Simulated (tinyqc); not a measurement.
Solid solubility of a dopant against its melt (retrograde solidus), clustering and the electrically active fraction: one step, computed by the program tinyqc.

Task: Active fraction after the anneal. A highly soluble donor (another dopant than that of the solidus) is limited by clustering. Donors N_a are active, and clusters hold m atoms each: N_t = N_a + m C, m C = N* (N_a/N*)^m, with N*(T) = N*(1273 K) exp[-(E_b/k_B)(1/T - 1/1273)]. Resistivity = 1/(e mu N_a).

Inputs (values chosen for the exercise, of the order of those of tin in silicon for the solubility):
```
quantity                                      value        unit
total dopant density N_t                    4.1e+20      1/cm^3
atoms per cluster m                               4           -
cluster scale N* at 1273 K                  2.3e+20      1/cm^3
activation energy E_b of the cluster scale     0.22          eV
anneal temperature T_a                         1375           K
mobility mu                                      75  cm^2/(V s)
```

Clustering: clusters of m atoms, electrons left out.

Constants: k_B = 8.617333262e-05 eV/K; e = 1.602176634e-19 C.

Give: N*(T_a); active density N_a; active fraction; resistivity.

Result:

N*(T_a) = 2.669e+20 1/cm^3

active density N_a = 2.388e+20 1/cm^3

active fraction = 0.5825

resistivity = 0.3484 milliohm cm

Doubling the dose would raise N_a by only 31 %. Caution: this clustering law is a generic form; degeneracy and a doping-dependent mobility are left out.
